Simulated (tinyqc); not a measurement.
Gain against electron density: polytypes and stacking faults of a tetrahedral semiconductor in an axial Ising model with couplings up to third neighbours. Computed by tinyqc, a small Python program. Command: `OMP_NUM_THREADS=1 python tinyqc.py 3007457 3007458 out.jsonl polytype walk`. One thread of a shared host (Intel(R) Xeon(R) Processor @ 2.30GHz), about 0.01 s of CPU time with the checks.

Each double layer has s = +1 or -1 for the sense of its stacking step; E per pair of atoms = E0 - sum_n J_n <s_i s_(i+n)>, n = 1, 2, 3. Hexagonality h = (1 - <s_i s_(i+1)>)/2.

Inputs (values chosen for the exercise, of the order of those of SiC for J, a, G and the gaps):
```
quantity,value,unit
J1,2.36,meV/pair
J2,-3.61,meV/pair
J3,-0.24,meV/pair
basal lattice constant a,3.08,angstrom
binding energy of the fault level E_b,0.2,eV
in-plane mass m,0.41,m0
effective density of states N_c at 300 K,2.8e+19,1/cm^3
temperature T,1350,K
```

Host polytype: 6H.

Constants: 1 eV/angstrom^2 = 16.02176634 J/m^2; m_0 = 9.1093837015e-31 kg; hbar = 1.054571817e-34 J s; k_B = 1.380649e-23 J/K; k_B = 8.617333262e-05 eV/K.

Method. Faults in 6H: the sequences single Shockley (42) (++++--), Frank-type (32) (+++--), Frank-type (43) (++++---) are put between perfect repeats; k_n = (layers x C_n of the host) - sum_i s_i s_(i+n). gamma = sum k_n J_n/A, A = (sqrt 3/2) a^2; 1 meV/angstrom^2 = 16.02177 mJ/m^2. The fault binds electrons in a two-dimensional band E_b below the conduction edge, g2 = m m0/(pi hbar^2) for one valley. With the Fermi level held by the bulk, eta = ln[n/N_c(T)], N_c(T) = N_c (T/300)^1.5, the grand potential falls by g2 (k_B T)^2 F1(x), x = eta + E_b/(k_B T), F1(x) = integral from 0 to infinity of ln(1 + exp(x - t)) dt; sheet density g2 k_B T ln(1 + e^x). Band bending by the trapped charge is left out, so the gain is an upper bound.

fault coefficients k_n:
```
,J1,J2,J3
single Shockley (42),0.00000,0.00000,-4.00000
Frank-type (32),0.66667,1.33333,-2.00000
Frank-type (43),-0.66667,-1.33333,-2.00000
```

energy of the glide fault, single Shockley (42) = 1.87219 mJ/m^2

At T:
```
n (1/cm^3),x,sheet density (1/cm^2),gain (mJ/m^2),gain/gamma,gain/gamma at T + 200 K
1.00e+14,-13.079,4.1595e+07,7.7529e-06,4.1411e-06,3.5544e-06
1.00e+15,-10.777,4.1595e+08,7.7528e-05,4.1410e-05,3.5544e-05
1.00e+16,-8.474,4.1591e+09,7.7525e-04,4.1409e-04,3.5543e-04
1.00e+17,-6.172,4.1552e+10,7.7488e-03,4.1389e-03,3.5532e-03
1.00e+18,-3.869,4.1167e+11,7.7128e-02,4.1197e-02,3.5424e-02
5.00e+18,-2.260,1.9782e+12,3.7797e-01,2.0189e-01,1.7479e-01
2.00e+19,-0.873,6.9520e+12,1.4132e+00,7.5482e-01,6.6765e-01
```

What follows from these numbers?

For x well below 0 the gain is k_B T times the sheet density and linear in n; for x well above 0 the well fills and the gain grows only about as x^2. It stays below the fault energy in all rows; 200 K more changes it by a factor 0.86 at 1e16.
